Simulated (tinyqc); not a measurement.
Self-heating of a transistor with one or more fingers, with temperature-dependent conductivity: one step, computed by the program tinyqc.

N long parallel fingers lie on the top face of a slab whose bottom is held at T_0; the top is otherwise insulated, and heat flows in two dimensions. P in W/mm is 1000 P in W/m.

Task: Correction for the falling conductivity. Kirchhoff transformation for kappa = kappa_0 (T/T_0)^-m: T = T_0 [1 - (m - 1) theta/T_0]^(-1/(m - 1)), where theta is the linear rise. The bracket vanishes at the power P T_0/((m - 1) theta).

Inputs (values chosen for the exercise, modelled on silicon carbide): exponent m in kappa ~ T^-m = 1.43; base temperature T_0 = 300 K; power per gate width P = 2.6 W/mm.

Power: fixed power.

largest theta = 17.80366 K

Give: peak temperature; true rise; true rise / linear rise; power at which the formula diverges.

Result:

peak temperature = 318.6 K

true rise = 18.59 K

true rise / linear rise = 1.044

power at which the formula diverges = 101.9 W/mm

The falling conductivity adds 4.4 % to the rise.
